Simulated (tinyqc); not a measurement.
Double-gate transistor, scale length and short-channel effects: one step of the calculation.

A body of thickness ts between two insulators of thickness ti and two tied gates. Below threshold the potential that source and drain add obeys Laplace's equation and vanishes on the gate. Its lowest mode decays along the channel as exp(-k y); k is the smallest positive root of the matching condition at the interface, and the scale length is Lambda = pi/k.

Problem. Scan of the matching condition. f(k) = ei cos(k ti) cos(k ts/2) - eps_r sin(k ti) sin(k ts/2).

Values chosen for this exercise; permittivities: semiconductor made up, insulator close to that of silicon nitride:
- eps_r = 14.7 (relative permittivity of the semiconductor)
- ei = 7.37 (relative permittivity of the insulator)
- ti = 2.7 nm (insulator thickness)
- ts = 6.8 nm (body thickness)

k, point 0 to 7 (1/nm): [0.0375, 0.075, 0.1125, 0.15, 0.1875, 0.225, 0.2625, 0.3]

Give: f(k).

Solution.

f(k), point 0 to 7: [7.084, 6.240, 4.883, 3.084, 0.937, -1.446, -3.939, -6.413]

The first change of sign lies between k = 0.1875 and 0.225 1/nm.

Numbers from tinyqc (`OMP_NUM_THREADS=1 python tinyqc.py 2420008 2420009 out.jsonl`; about 0.01 s on one thread of a shared Intel Xeon 2.30GHz).
